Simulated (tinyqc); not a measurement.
Bond-orbital model of a tetrahedral semiconductor (Harrison's universal couplings): one step. Bond and antibond. Two cases, with inputs chosen for the exercise.

Problem. The 2 x 2 problem [[ehc, -V2], [-V2, eha]] gives (ehc + eha)/2 -/+ sqrt(V2^2 + V3^2); ap = V3/sqrt(V2^2 + V3^2), ac = V2/sqrt(V2^2 + V3^2); the bond has weight (1 + ap)/2 on the anion.

Hybrid level eh = (es + 3 ep)/4; metallic energy V1 = (ep - es)/4 for each atom; covalent energy V2 = 3.22 hbar^2/(m d^2); polar energy V3 = (ehc - eha)/2; hbar^2/m = 2c, c = hbar^2/2m0. Polarity ap = V3/sqrt(V2^2 + V3^2), covalency ac = V2/sqrt(V2^2 + V3^2). p-p coupling at Gamma Exx = (4/3)(2.22 - 2 x 0.63) hbar^2/(m d^2) = 1.28 hbar^2/(m d^2), s-s coupling Ess = 4 x 1.32 hbar^2/(m d^2).

Case 1.

hybrid levels (eV): cation -6.610000, anion -11.317500

V2, V3 (eV): 3.574425  2.353750

Case 2.

hybrid levels (eV): cation -9.480000, anion -9.480000

V2, V3 (eV): 4.481022  0.000000

Give: levels; ap; ac; weight on the anion.

Solution.

Case 1.

levels (eV): bond -13.2435, antibond -4.6840

ap = 0.5500
ac = 0.8352
weight on the anion = 0.7750

Case 2.

levels (eV): bond -13.9610, antibond -4.9990

ap = 0.0000
ac = 1.0000
weight on the anion = 0.5000

Computed by tinyqc, one run a case: `OMP_NUM_THREADS=1 python tinyqc.py N N+1 out.jsonl` with N = 1482617, 1482857; one thread of a shared Intel(R) Xeon(R) Processor @ 2.30GHz, about 0.01 s a run at most.
